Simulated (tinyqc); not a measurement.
Overlap of hydrogenic dopants: pairs, impurity band and the Mott density, step by step. Values are carried at full precision from step to step, so a last printed digit may differ when a step is redone from the rounded ones.

Ry* = Ry m/eps^2, aB = a0 eps/m. For 1s orbitals a distance rho = R/aB apart, in Ry*: overlap S = exp(-rho)(1 + rho + rho^2/3), J = (2/rho)(1 - (1 + rho) exp(-2 rho)) (attraction to the other ion), Kx = 2 (1 + rho) exp(-rho) (exchange of one electron). One electron on a pair has E = -1 - (J +/- Kx)/(1 +/- S), without the repulsion 2/rho of the ions. Hopping after orthogonalisation: t = (Kx - S J)/(1 - S^2), half the splitting. Dopants on a lattice with z neighbours, n = 1/R^3 (simple cubic), give a band of width B = 2 z t, as on any lattice of two interpenetrating sublattices. Valleys, central cells and disorder are left out.

Constants: Ry = 13.60569312 eV; a0 (Bohr radius) = 0.5291772105 angstrom; hbar = 6.58211957e-16 eV s.

Inputs chosen for the exercise (an isotropic mass and dielectric constant of the size used for donors in SiC; shifted at random, so the results belong to these values and not to a real crystal): m = 0.419 m0 (mass); eps = 9.4 (dielectric constant); N = 0.0032 1/aB^3 (dopant density); rho = 2.6 aB (distance of a pair); u = 1.25 Ry* (cost of a second electron on one dopant); z = 6 (neighbours in the dopant lattice).

## Scales

Form Ry*, aB, and the density N in 1/cm^3 (1/angstrom^3 = 1e24/cm^3).

Ry* = 64.518 meV
aB = 11.872 angstrom
density = 1.913e+18 1/cm^3

## A pair with one electron

Form S, J, Kx, the two levels, t, and the total energy of the lower state with the repulsion, relative to a distant pair (-1).

S, J, Kx: 0.43475  0.75395  0.53477

levels (Ry*): even -1.89822, odd -1.38776

t = 0.25523 Ry*
energy of the pair against a distant one (negative: bound) = -0.12899 Ry*

In this host the pair is 3.1 nm long and its splitting 2t is 32.93 meV.

## The pair with two electrons (two-site Hubbard model)

t is the hopping between the two dopants. Singlet at (u - sqrt(u^2 + 16 t^2))/2 below the triplet at 0; estimate 4 t^2/u; weight of double occupancy (1 - u/sqrt(u^2 + 16 t^2))/2; swap time pi hbar/Jx with Jx the splitting in eV. t and u are in units of Ry*.

singlet-triplet splitting (meV): exact 11.74, 4 t^2/u 13.45

double occupancy = 0.1127
swap time = 0.176 ps

The estimate is 14.6 % too high at 4t/u = 0.82.

## The impurity band at this density

Form R/aB, t, B = 2 z t and N^(1/3) aB. Two estimates of the gap between the Hubbard bands: u - B (rigid bands, closing at B = u) and the Hubbard-III rule, which closes at B = (2/sqrt3) u; give B/u.

R/aB = 6.7860
t = 0.00989 Ry*

B: in Ry* 0.119, in meV 7.659

N^(1/3) aB = 0.1474
B/u = 0.095

Both rules leave a gap: an insulator at T = 0. Mott's screening rule, N^(1/3) aB = 0.26, puts this density on the insulating side.

## Checks

- Overlap S against numerical integration in elliptic coordinates: both 0.43475.

tinyqc: `OMP_NUM_THREADS=1 python tinyqc.py 1451241 1451242 out.jsonl`; about 0.01 s, one thread, shared Intel(R) Xeon(R) Processor @ 2.30GHz.
